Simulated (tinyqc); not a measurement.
## Inverter chain driving a load

N inverters, each f = Hc^(1/N) times larger than the one before: delay tau N (f + pp). Switched capacitance in units of the first input, with output capacitance pp times the input: Hc + (1 + pp)(Hc - 1)/(f - 1).

Values chosen for this exercise: load over the input capacitance of the chain Hc = 36; parasitic delay of an inverter pp = 0.6; delay unit tau = 3.9 ps.

Results:
```
N	f	delay (ps)	switched capacitance
1	36.000	142.74	37.600
2	6.0000	51.480	47.200
4	2.4495	47.572	74.634
5	2.0477	51.630	89.452
6	1.8171	56.561	104.53
7	1.6685	61.930	119.77
```

Estimate the missing row, N = 3.

Computed row:
```
N	f	delay (ps)	switched capacitance
3	3.3019	45.653	60.327
```

With this row back in the table: The delay goes from 143 through a minimum of 45.7 (at N = 3 among the rows listed) to 61.9 ps. The best stage effort solves pp + rho (1 - ln rho) = 0, rho = 3.27, which gives N = ln Hc/ln rho = 3.03. One stage fewer than the best costs 13 % in delay and saves 22 % of the switched capacitance.

Numbers from tinyqc (`OMP_NUM_THREADS=1 python tinyqc.py 2082058 2082059 out.jsonl`; about 0.01 s on one thread of a shared Intel Xeon 2.30GHz).
